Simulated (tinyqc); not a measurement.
Leakage through a gate insulator: direct, Fowler-Nordheim, trap-assisted and Poole-Frenkel currents: one step, computed by the program tinyqc.

Electrons enter from the cathode Fermi level at x = 0; the conduction band of the insulator lies phi_b - e F x above it, F = V/t. WKB exponents use a parabolic band with mass m.

Task: One trap at several depths. For a level a distance phi(x) below the band, the WKB exponent is 2 int kappa dx with kappa = sqrt(m phi/(hbar^2/2m_0)); for a linear barrier from phi_1 down to phi_2 = max(phi_1 - e F d, 0) it is G = (4/3) sqrt(m/(hbar^2/2m_0)) (phi_1^(3/2) - phi_2^(3/2))/(e F). A trap at depth x lies phi_t below the band. Capture: tunnel at the cathode Fermi level from 0 to x (G_in from phi_1 = phi_b), rate nu_0 exp(-G_in - E_c/k_B T) with E_c = E_a + max(phi_b - phi_t - e F x, 0), the last term being the height of the trap above the cathode Fermi level. Emission: tunnel from the trap level to the anode (G_out from phi_1 = phi_t over t - x), rate nu_0 exp(-G_out - E_a/k_B T). Re-emission to the cathode follows from detailed balance, rate_back = rate_in exp(dE/k_B T) with dE = phi_b - phi_t - e F x. Each trap passes R = rate_in rate_out/(rate_in + rate_back + rate_out) electrons per second; filling from the anode is left out. Depths: t times 0.08, 0.2, 0.32, 0.44, 0.56, 0.68, 0.8 and 0.92, rounded to 0.01 nm.

Inputs (values chosen for the exercise, with an insulator like SiO2):

| quantity | value | unit |
|---|---|---|
| thickness t | 1.5 | nm |
| barrier phi_b | 3.14 | eV |
| tunnelling mass m | 0.43 | m_0 |
| voltage across the insulator V | 0.82 | V |
| trap depth phi_t | 1.7 | eV |
| attempt rate nu_0 | 3e+13 | 1/s |
| activation of capture E_a | 0.071 | eV |
| temperature T | 450 | K |

Constants: k_B = 8.617333262e-05 eV/K; hbar^2/(2 m_0) = 3.80998212 eV angstrom^2.

Give: Rates.

Result:

Rates:

| x (nm) | G_in | G_out | E_c (eV) | rate in (1/s) | rate back (1/s) | rate out (1/s) | R (1/s) |
|---|---|---|---|---|---|---|---|
| 0.12 | 1.42 | 10.63 | 1.4454 | 0.00047 | 1.161e+12 | 1.165e+08 | 4.719e-08 |
| 0.30 | 3.52 | 9.42 | 1.3470 | 0.00073 | 1.416e+11 | 3.893e+08 | 1.989e-06 |
| 0.48 | 5.59 | 8.16 | 1.2486 | 0.00116 | 1.789e+10 | 1.379e+09 | 8.292e-05 |
| 0.66 | 7.63 | 6.84 | 1.1502 | 0.00192 | 2.340e+09 | 5.161e+09 | 1.319e-03 |
| 0.84 | 9.63 | 5.46 | 1.0518 | 0.00329 | 3.173e+08 | 2.038e+10 | 3.238e-03 |
| 1.02 | 11.59 | 4.04 | 0.9534 | 0.00585 | 4.461e+07 | 8.475e+10 | 5.844e-03 |
| 1.20 | 13.51 | 2.56 | 0.8550 | 0.01079 | 6.508e+06 | 3.703e+11 | 1.079e-02 |
| 1.38 | 15.40 | 1.04 | 0.7566 | 0.02068 | 9.860e+05 | 1.698e+12 | 2.068e-02 |

The most effective of these traps sits at 1.38 nm, 92 % of the way; where rate back exceeds rate out, re-emission drains the trap, and elsewhere the slower forward step limits R.
